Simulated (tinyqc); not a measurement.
Tail absorption against field: Franz-Keldysh effect at a direct gap.

Parabolic bands, vertical transitions, no excitons. For each hole band j: mr = me mj/(me + mj); joint density of states J_j(E) = (mr/c)^(3/2) sqrt(E - Eg)/(2 pi^2), both spins, c = hbar^2/2m0; averaged matrix element |e.p|^2 = m0 Ep/6; alpha_j(E) = 4 pi^2 alpha_f c Ep J_j/(3 nr E) in 1/angstrom (alpha_f the fine-structure constant, listed as alpha among the constants), times 1e8 for 1/cm.

In a field Fd (1 kV/cm = 1e-5 V/angstrom) the electro-optic energy of band j is th = (c (e Fd)^2/mr)^(1/3), and sqrt(E - Eg) in J_j is replaced by pi sqrt(th) [Ai'(b)^2 - b Ai(b)^2] with b = (Eg - E)/th; Ai is the Airy function.

Constants: hbar^2/2m0 = 3.80998211 eV angstrom^2; fine-structure constant alpha = 0.007297352564.

Parameters, chosen for this exercise (near those of InGaAs; the results hold for these values, not for the real material): Eg = 0.731 eV (direct gap); me = 0.0422 m0 (electron mass); mhh = 0.44 m0 (heavy-hole mass); mlh = 0.0509 m0 (light-hole mass); Ep = 23.7 eV (Kane energy); nr = 3.6 (refractive index); det = 40 meV (detuning below the gap).

At E = Eg - det; the field takes the values listed. The last column is the length for 10 dB of loss.

Results:

| Fd (kV/cm) | th heavy (meV) | b heavy | alpha (1/cm) | length (micrometre) |
|---|---|---|---|---|
| 10 | 9.96 | 4.014 | 0.00866 | 2.66e+06 |
| 20 | 15.82 | 2.529 | 1.34 | 1.72e+04 |
| 40 | 25.11 | 1.593 | 24.4 | 942 |
| 60 | 32.90 | 1.216 | 74.3 | 310 |
| 100 | 46.25 | 0.865 | 205 | 112 |
| 250 | 85.20 | 0.470 | 667 | 34.5 |
| 400 | 116.55 | 0.343 | 1.01e+03 | 22.8 |

Give the missing row, Fd (kV/cm) = 150.

Computed row:
```
Fd (kV/cm)  th heavy (meV)  b heavy  alpha (1/cm)  length (micrometre)
150                  60.61    0.660           374                 61.6
```

alpha grows by 3.9 decades from 10 to 60 kV/cm and by a factor 1.52 over the last step, where the field grows by 1.6: the exponent (4/3) b^(3/2) goes as 1/Fd, so the gain is steep only while b > 1 (deep in the tail the light-hole pair, with its smaller b, carries most of it), that is up to 60 kV/cm of those listed. Values below about 10 1/cm lie under the Urbach and exciton tails of a real crystal, left out here.

Computed by tinyqc, a small Python program: `OMP_NUM_THREADS=1 python tinyqc.py 1650554 1650555 out.jsonl` (the numbers bound the seed that draws the inputs); one thread of a shared host (Intel(R) Xeon(R) Processor @ 2.30GHz), about 0.01 s for the whole set of steps.
